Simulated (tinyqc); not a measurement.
Shallow donor in an anisotropic valley (effective-mass theory): one step. Energy of one trial function. Four cases, with inputs chosen for the exercise.

Problem. Evaluate T, V and E. Scaling both radii by f changes T to T/f^2 and V to V/f, so the best factor is f = -2T/V, with energy -V^2/(4T).

One valley: H = -c [(d2/dx2 + d2/dy2)/mt + (d2/dz2)/ml] - q/(eps r), c = hbar^2/2m0, q = e^2/(4 pi eps0). Trial function exp(-sqrt((x^2 + y^2)/a^2 + z^2/b^2)) with a > b: T = (c/3)(2/(mt a^2) + 1/(ml b^2)), V = -(q/eps) atan(u/b)/u, u = sqrt(a^2 - b^2). The central cell of the impurity is left out.

Constants: hbar^2/2m0 = 3.80998211 eV angstrom^2; e^2/(4 pi eps0) = 14.39964547 eV angstrom.

Case 1.

Values chosen (near those of 3C SiC; the results hold for these values, not for the real material):
- ml = 0.651 m0 (longitudinal mass)
- mt = 0.248 m0 (transverse mass)
- eps = 9.5 (dielectric constant)
- a = 14.4 angstrom (trial radius across the axis)
- b = 13.5 angstrom (trial radius along the axis)

Case 2.

Values chosen (near those of a group-V donor in Si; the results hold for these values, not for the real material):
- ml = 0.939 m0 (longitudinal mass)
- mt = 0.189 m0 (transverse mass)
- eps = 11.7 (dielectric constant)
- a = 22.4 angstrom (trial radius across the axis)
- b = 16 angstrom (trial radius along the axis)

Case 3.

Values chosen (near those of a group-V donor in Si; the results hold for these values, not for the real material):
- ml = 0.922 m0 (longitudinal mass)
- mt = 0.188 m0 (transverse mass)
- eps = 11 (dielectric constant)
- a = 26.6 angstrom (trial radius across the axis)
- b = 15.1 angstrom (trial radius along the axis)

Case 4.

Values chosen (near those of AlAs; the results hold for these values, not for the real material):
- ml = 1.125 m0 (longitudinal mass)
- mt = 0.183 m0 (transverse mass)
- eps = 10.2 (dielectric constant)
- a = 19.9 angstrom (trial radius across the axis)
- b = 10.9 angstrom (trial radius along the axis)

Give: T; V; E; best scale factor; energy after scaling.

Solution.

Case 1.

T = 60.096 meV
V = -107.510 meV
E = -47.414 meV
best scale factor = 1.1180
energy after scaling = -48.083 meV

The virial ratio -V/T is 1.789; it is 2 at the best scale. Scaling gains 0.669 meV.

Case 2.

T = 32.067 meV
V = -60.858 meV
E = -28.791 meV
best scale factor = 1.0538
energy after scaling = -28.875 meV

The virial ratio -V/T is 1.898; it is 2 at the best scale. Scaling gains 0.084 meV.

Case 3.

T = 25.136 meV
V = -57.813 meV
E = -32.677 meV
best scale factor = 0.8696
energy after scaling = -33.243 meV

The virial ratio -V/T is 2.300; it is 2 at the best scale. Scaling gains 0.566 meV.

Case 4.

T = 44.550 meV
V = -84.041 meV
E = -39.490 meV
best scale factor = 1.0602
energy after scaling = -39.634 meV

The virial ratio -V/T is 1.886; it is 2 at the best scale. Scaling gains 0.144 meV.

Computed by tinyqc, one run a case: `OMP_NUM_THREADS=1 python tinyqc.py N N+1 out.jsonl` with N = 1281783, 1281792, 1282211, 1282737; one thread of a shared Intel(R) Xeon(R) Processor @ 2.30GHz, about 0.01 s a run at most.
